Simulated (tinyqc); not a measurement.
Full law against its linear and parabolic limits: Deal-Grove kinetics of thermal oxidation of silicon. Computed by tinyqc, a small Python program. Command: `OMP_NUM_THREADS=1 python tinyqc.py 3009924 3009925 out.jsonl oxide walk`. One thread of a shared host (Intel(R) Xeon(R) Processor @ 2.30GHz), about 0.02 s of CPU time with the checks.

Oxidant diffuses through the oxide and reacts at the interface, so that dx/dt = B/(A + 2x) for the oxide thickness x.

Inputs (values chosen for the exercise, close to those used for silicon):

| quantity | value | unit |
|---|---|---|
| prefactor B0 | 432 | um^2/h |
| activation energy E_B | 0.786 | eV |
| prefactor (B/A)0 | 1.03e+08 | um/h |
| activation energy E_A | 2.03 | eV |
| temperature T | 950 | C |
| oxidant pressure p | 1 | atm |
| pressure exponent m of B/A | 1 | - |
| initial oxide x_i | 0.01 | um |
| time t | 0.21 | h |

Ambient: steam. Surface: (100).

Constants: k_B = 8.617333262e-05 eV/K.

Method:
- B = B0 p exp(-E_B/(k_B T)), B/A = (B/A)0 p^m exp(-E_A/(k_B T)), p in atm; A = B/(B/A).
- Temperatures in kelvin are T(C) + 273.15.
- tau = (x_i^2 + A x_i)/B and x = (A/2) [sqrt(1 + 4 B (t + tau)/A^2) - 1], the root of x^2 + A x = B (t + tau).
- Silicon consumed is 0.44 times the oxide grown; the rate is B/(A + 2x).
- Linear limit x = (B/A)(t + tau); parabolic limit x = sqrt(B (t + tau)).

tau = 0.0228618 h

length A = 0.560188 um

parabolic constant B = 0.249406 um^2/h

linear constant B/A = 0.445218 um/h

Thickness (um):

| t (h) | full | linear limit | parabolic limit | 2x/A |
|---|---|---|---|---|
| 0.05 | 0.0308 | 3.2439e-02 | 0.1348 | 0.1098 |
| 0.1 | 0.0502 | 5.4700e-02 | 0.1750 | 0.1792 |
| 0.25 | 0.1027 | 1.2148e-01 | 0.2609 | 0.3665 |
| 0.5 | 0.1769 | 2.3279e-01 | 0.3611 | 0.6316 |
| 1 | 0.2975 | 4.5540e-01 | 0.5051 | 1.0620 |
| 2 | 0.4834 | 9.0062e-01 | 0.7103 | 1.7260 |
| 4 | 0.7600 | 1.7911e+00 | 1.0017 | 2.7133 |
| 8 | 1.1619 | 3.5719e+00 | 1.4145 | 4.1483 |
| 16 | 1.7385 | 7.1337e+00 | 1.9990 | 6.2068 |
| 32 | 2.5598 | 1.4257e+01 | 2.8261 | 9.1392 |

What follows from these numbers?

Both limits lie above the full result, since each drops one resistance. The linear law overshoots by 5.5 % in the first row and 460 % in the last, the parabolic law by 340 % and 10 %. The better limit switches between 1 and 2 h; both give the same value where B (t + tau) = A^2, at 2x/A = sqrt5 - 1 = 1.24.

Extremes, crossings and ranges named in words are read from the listed rows.
